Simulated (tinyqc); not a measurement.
Worked calculation: plane-wave Kohn-Sham cycle with exchange-only LDA in a layered model solid. One step of it, computed by the program tinyqc.

Task: Iteration 1: potential. V_H(G) = 4 pi rho(G)/G^2 for G != 0 (uniform background); v_x = -(3 rho/pi)^(1/3); V = V_ext + V_H + v_x; Fourier components f(G_m) = (1/N) sum_j f(x_j) exp(-i G_m x_j).

A solid whose potential varies along x alone (atomic units):
```
parameter                      value
period a                    6.100000
cross-section of the cell  21.000000
electrons per cell                 4
grid points                       16
plane waves -n..n, n               3
k points                           1
V1 in V1 cos(2 pi x/a)     -0.190000
```

density at the start, on the grid x_j = j a/N (e/bohr^3): [0.03122560, 0.03122560, 0.03122560, 0.03122560, 0.03122560, 0.03122560, 0.03122560, 0.03122560, 0.03122560, 0.03122560, 0.03122560, 0.03122560, 0.03122560, 0.03122560, 0.03122560, 0.03122560]

Give: Potentials on the grid; V(G_m), m = 0, 1, 2, ....

Result:

Potentials on the grid (hartree):
```
x       V_ext    V_H     v_x       V
0.000  -0.190  0.000  -0.310  -0.500
0.381  -0.176  0.000  -0.310  -0.486
0.762  -0.134  0.000  -0.310  -0.444
1.144  -0.073  0.000  -0.310  -0.383
1.525       0  0.000  -0.310  -0.310
1.906   0.073  0.000  -0.310  -0.237
2.288   0.134  0.000  -0.310  -0.176
2.669   0.176  0.000  -0.310  -0.135
3.050   0.190  0.000  -0.310  -0.120
3.431   0.176  0.000  -0.310  -0.135
3.812   0.134  0.000  -0.310  -0.176
4.194   0.073  0.000  -0.310  -0.237
4.575       0  0.000  -0.310  -0.310
4.956  -0.073  0.000  -0.310  -0.383
5.338  -0.134  0.000  -0.310  -0.444
5.719  -0.176  0.000  -0.310  -0.486
```

V(G_m), m = 0, 1, 2, ... (hartree): [-0.310, -0.095, 0.000, 0.000, 0.000, 0.000, 0.000]
